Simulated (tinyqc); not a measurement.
Inside a calculation. Method: RKS/BP86 in the sto-3g basis, for H3-, spin multiplicity 1. The basis has no diffuse functions, so it cannot describe the extra electron: this is an exercise in the method, not the real anion. One step of it, computed by the program tinyqc.

Task: Iteration 1: building the Kohn-Sham matrix. J_ij = sum D_kl (ij|kl); F = H + J + V_xc; E = tr D H + tr D J / 2 + E_xc + E_nn.

D at the start, lower triangle:
```
,1H 1s,2H 1s,3H 1s
1H 1s,1.219335
2H 1s,0.124607,1.285283
3H 1s,0.124607,0.028707,1.285283
```

core Hamiltonian H = T + V (hartree), lower triangle:
```
,1H 1s,2H 1s,3H 1s
1H 1s,-1.371960
2H 1s,-0.682072,-1.149532
3H 1s,-0.682072,-0.131283,-1.149532
```

Two-electron integrals (ij|kl) in chemists' order, unique and non-zero (hartree):
```
i,j,k,l,(ij|kl)
1,1,1,1,0.774606
2,1,1,1,0.245936
2,1,2,1,0.105362
2,2,1,1,0.432261
2,2,2,1,0.245936
2,2,2,2,0.774606
3,1,1,1,0.245936
3,1,2,1,0.073183
3,1,2,2,0.127616
3,1,3,1,0.105362
3,2,1,1,0.040989
3,2,2,1,0.014979
3,2,2,2,0.031051
3,2,3,1,0.014979
3,2,3,2,0.002534
3,3,1,1,0.432261
3,3,2,1,0.127616
3,3,2,2,0.230029
3,3,3,1,0.245936
3,3,3,2,0.031051
3,3,3,3,0.774606
```

nuclear repulsion = 1.15138645 hartree

V_xc (hartree), lower triangle:
```
,1H 1s,2H 1s,3H 1s
1H 1s,-0.494901
2H 1s,-0.180962,-0.479192
3H 1s,-0.180962,-0.028637,-0.479192
```

E_xc = sum of w rho eps_xc = -1.50747054 hartree

Give: Coulomb J; Kohn-Sham matrix F; total energy of this density.

Result:

Coulomb J (hartree), lower triangle:
```
,1H 1s,2H 1s,3H 1s
1H 1s,2.1806
2H 1s,0.8254,1.9132
3H 1s,0.8254,0.1374,1.9132
```

Kohn-Sham matrix F (hartree), lower triangle:
```
,1H 1s,2H 1s,3H 1s
1H 1s,0.3137
2H 1s,-0.0377,0.2845
3H 1s,-0.0377,-0.0225,0.2845
```

total energy of this density = -1.333349 hartree

This density is the starting one; it is not idempotent, so its energy is not variational and may lie below the converged one.
